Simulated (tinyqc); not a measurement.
Schottky diode by the thermionic emission-diffusion theory: two steps of the calculation.

Metal on an n-type semiconductor with one parabolic valley; V > 0 is forward bias (metal positive). The band bends as a parabola over the depletion layer, by Vd = Vbi - V; no image force. Carriers drift and diffuse up to the interface and leave it with the velocity vR.

Inputs (values chosen for the exercise); band and dielectric values close to those of silicon: temperature T = 200 K; electron mass me = 0.263 m0; barrier height seen from the metal phi = 0.77 eV; donor density Nd = 4.3e15 cm^-3; bias V = 0.078 V.

Constants: q = 1.602176634e-19 C, kB = 1.380649e-23 J/K, h = 6.62607015e-34 J s, m0 = 9.1093837015e-31 kg, Vt = kB T/q. Results are converted to the units shown.

Question 1. Emission velocity. A* = 4 pi q me m0 kB^2/h^3 (times 1e-4 for A/(cm^2 K^2)); Nc = 2 (2 pi me m0 kB T/h^2)^1.5 (times 1e-6 for cm^-3); Vbi = phi - Vt ln(Nc/Nd); vR = A* T^2/(q Nc).

Give: A*; Nc; Vbi; vR.

Answer 1.

A* = 31.61 A/(cm^2 K^2)
Nc = 1.842e18 cm^-3
Vbi = 0.6656 V
vR = 4.283e6 cm/s

vR equals sqrt(kB T/(2 pi me m0)).

Question 2. Current density. J = q Nc [vR vD/(vR + vD)] exp(-phi/Vt) [exp(V/Vt) - 1]. The quasi-Fermi level drops by Vt ln[(vR + vD)/(vD + vR exp(-V/Vt))] over the layer.

Nc = 1.8423356e18 cm^-3
vR = 4.2829631e6 cm/s
vD = 1.8606218e6 cm/s

Wanted: effective velocity; J; J over the pure emission value; drop of the quasi-Fermi level over the layer.

Answer 2.

effective velocity = 1.2971e6 cm/s
J = 1.3826e-12 A/cm^2
J over the pure emission value = 0.30286
drop of the quasi-Fermi level over the layer = 20.163 meV

Range of the model: One isotropic valley is assumed; bands with several valleys have a larger Richardson constant and Nc.

Program tinyqc, `OMP_NUM_THREADS=1 python tinyqc.py 2640022 2640023 out.jsonl`; Intel Xeon 2.30GHz, shared host, one thread, about 0.01 s.
